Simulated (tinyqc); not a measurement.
Worked calculation: charge neutrality level from zone-averaged pseudopotential bands. Values are carried at full precision from step to step, so a last printed digit may differ when a step is redone from the rounded ones.

Empirical pseudopotential on the fcc lattice, atoms at +/- tau, tau = a (1,1,1)/8, no spin-orbit coupling. H(G,G') = c (2 pi/a)^2 |k + G|^2 delta + VS(q) cos(q.tau) + i VA(q) sin(q.tau), q = G - G', c = hbar^2/2m0; k and G in units of 2 pi/a; VS at |q|^2 = 3, 8, 11 and VA at 3, 4, 11, in rydberg, zero elsewhere. At each k the basis holds all G with |k + G|^2 up to 16; energies are counted from the fourth level at Gamma.

Mesh: k = sum_i (n_i + 1/2)/N b_i, n_i = 0 ... N - 1, b = (-1,1,1), (1,-1,1), (1,1,-1); points with the same sorted |kx|, |ky|, |kz| after folding to the shortest k + G are joined, with their count as weight. Neutrality (branch-point) level: E_N = (1/2) mean over k of [E5 + (E3 + E4)/2], E_n the n-th level from below.

Constants: hbar^2/2m0 = 3.80998211 eV angstrom^2; Ry = 13.60569312 eV.

Inputs chosen for the exercise (classic local form factors of the size used for InP, without spin-orbit coupling; the results hold for these values, not for the real material):
```
symbol  value                 unit      meaning
a       5.854                 angstrom  lattice constant
VS      (-0.228, 0.01, 0.06)  Ry        symmetric form factors
VA      (0.069, 0.051, 0.01)  Ry        antisymmetric form factors
mesh    3                               points along each reciprocal vector
```

## Levels on the mesh

Diagonalise at each joined point.

Levels (eV):
```
kx          ky      kz  weight       E3       E4      E5      E6
0.1667  0.1667  0.1667       2  -0.2467  -0.2467  2.5938  4.9676
0.5000  0.1667  0.1667       6  -1.3163  -1.1154  3.2140  4.6417
0.5000  0.5000  0.1667       6  -2.1028  -0.8409  3.2743  5.0286
0.5000  0.5000  0.5000       1  -0.8013  -0.8013  1.9374  5.0213
0.8333  0.1667  0.1667       6  -2.4525  -1.7374  2.5568  3.9122
0.8333  0.5000  0.1667       6  -2.7811  -1.7898  4.3360  4.6196
```

## Gaps

Level 5 at Gamma, at the lowest of (f,0,0) with f = 0.8, 0.85, 0.9, 1, and at (1/2,1/2,1/2).

gaps to Gamma, Delta/X, L (eV): 1.5648  2.1364  1.9374

## The neutrality level

Energies are counted from the valence top at Gamma. E_N = (1/2) weighted mean of [E5 + (E3 + E4)/2]. Compare with half the smallest indirect gap, min(Delta/X, L)/2, and give the barrier for electrons in the limit of full pinning, min(gaps) - E_N.

mean of E5 = 3.2374 eV
mean of (E3 + E4)/2 = -1.6186 eV
E_N = 0.8094 eV
half the indirect gap = 0.9687 eV
pinned barrier for electrons = 0.7554 eV

E_N lies at 52 % of the gap from the valence top. The two estimates differ by 0.16 eV; both rules are good to a few tenths of an eV only, so a position within that distance of a band edge or of mid-gap is not settled. Local form factors place the indirect gaps only to a few tenths of an eV, and E_N moves with them. Spin-orbit coupling, left out, would lift the valence top by a third of its splitting.

## Checks

- Sum of the weights against N^3: both 27.

Computed by tinyqc, a small Python program: `OMP_NUM_THREADS=1 python tinyqc.py 1880652 1880653 out.jsonl` (the numbers bound the seed that draws the inputs); one thread of a shared host (Intel(R) Xeon(R) Processor @ 2.30GHz), about 0.08 s for the whole set of steps.
